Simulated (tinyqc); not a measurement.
Two-dimensional dopant profile at a mask edge: lateral junction, overlap and effective channel length: one step, computed by the program tinyqc. Command: `OMP_NUM_THREADS=1 python tinyqc.py 3021315 3021316 out.jsonl lateral walk`. One thread of a shared host (Intel(R) Xeon(R) Processor @ 2.30GHz), about 0.02 s of CPU time with the checks.

Ions enter for y < 0; the mask (spacer, then gate) covers y > 0. x is the depth. The surface reflects dopant during the anneal.

Problem. Widths and vertical profile. Widths s_x^2 = (vertical straggle)^2 + 2 D t, s_y^2 = (lateral straggle)^2 + 2 D t. C(x, y) = V(x) (1/2) erfc(y/(sqrt2 s_y)), V(x) = Q/(sqrt(2 pi) s_x) [exp(-(x - R_p)^2/(2 s_x^2)) + exp(-(x + R_p)^2/(2 s_x^2))]; 1 nm = 1e-7 cm. The vertical junction far from the mask solves V(x) = C_B.

Inputs (values chosen for the exercise, modelled on a source-drain extension in silicon): dose Q = 1.7e+15 1/cm^2; projected range R_p = 5.4 nm; vertical straggle = 2.4 nm; lateral straggle = 1.2 nm; anneal budget D t = 1.8e-14 cm^2; channel doping C_B = 5.7e+17 1/cm^3.

Give: s_x; s_y; V at the surface; V at R_p; vertical junction x_j.

Solution.

s_x = 3.059 nm

s_y = 2.245 nm

V at the surface = 9.338e+20 1/cm^3

V at R_p = 2.221e+21 1/cm^3

vertical junction x_j = 17.84 nm

Caution: the peak exceeds usual solubilities, so part of the dose is inactive and diffusion is concentration dependent.
